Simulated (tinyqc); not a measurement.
Deformation-potential model of the L valleys of a conduction band: one step. Strain from a uniaxial [110] stress.

s11 = (C11 + C12)/((C11 - C12)(C11 + 2 C12)), s12 = -C12/((C11 - C12)(C11 + 2 C12)), s44 = 1/C44; exx = s11 sxx + s12 (syy + szz) and cyclic, exy = s44 sxy/2; tension is positive. A uniaxial stress X along the unit vector n is s_ij = X n_i n_j.

Parameters, chosen for this exercise (near those of Ge; shifted at random, so the results belong to these values and not to a real crystal): C11 = 129.1 GPa; C12 = 48.3 GPa; C44 = 66.4 GPa; load = uniaxial [110] (kind of stress); X = -0.1 GPa (stress).

Task: Form the compliances and the strain.

Give: s11, s12, s44; strain tensor.

Result:

s11, s12, s44 (1/TPa): 9.7277  -2.6485  15.0602

strain tensor:
```
,x,y,z
x,-0.000354,-0.000377,0.000000
y,-0.000377,-0.000354,0.000000
z,0.000000,0.000000,0.000265
```

(tinyqc, `OMP_NUM_THREADS=1 python tinyqc.py 1051504 1051505 out.jsonl`, Intel(R) Xeon(R) Processor @ 2.30GHz, 1 thread, shared host, about 0.04 s.)
